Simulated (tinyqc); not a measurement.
Square-lattice Ising model by mean field, Bethe lattice, transfer matrix, exact enumeration and Monte Carlo steps: one step, computed by the program tinyqc. Command: `OMP_NUM_THREADS=1 python tinyqc.py 3008637 3008638 out.jsonl ising walk`. One thread of a shared host (Intel(R) Xeon(R) Processor @ 2.30GHz), about 0.01 s of CPU time with the checks.

H = -J sum over nearest pairs s_i s_j, s = +-1, no field, periodic boundaries; energies per site are in J. As a lattice gas or an alloy, s marks which species holds the site.

Problem. Transfer matrix. Strip of w sites, periodic across (for w = 2 the pair is joined by two bonds): T(s, s') = exp(K [sum_i s_i s'_i + (r(s) + r(s'))/2]), r(s) = sum_i s_i s_(i+1).

Inputs (values chosen for the exercise, for a model lattice): temperature T = 1830 K; strip width w = 3.

K = 0.2637967

Give: T.

Solution.

T, rows +++, ++-, +-+, +--, -++, -+-, --+, ---:
```
[[4.868, 1.695, 1.695, 1.000, 1.695, 1.000, 1.000, 1.000],
 [1.695, 1.695, 0.590, 1.000, 0.590, 1.000, 0.348, 1.000],
 [1.695, 0.590, 1.695, 1.000, 0.590, 0.348, 1.000, 1.000],
 [1.000, 1.000, 1.000, 1.695, 0.348, 0.590, 0.590, 1.695],
 [1.695, 0.590, 0.590, 0.348, 1.695, 1.000, 1.000, 1.000],
 [1.000, 1.000, 0.348, 0.590, 1.000, 1.695, 0.590, 1.695],
 [1.000, 0.348, 1.000, 0.590, 1.000, 0.590, 1.695, 1.695],
 [1.000, 1.000, 1.000, 1.695, 1.000, 1.695, 1.695, 4.868]]
```
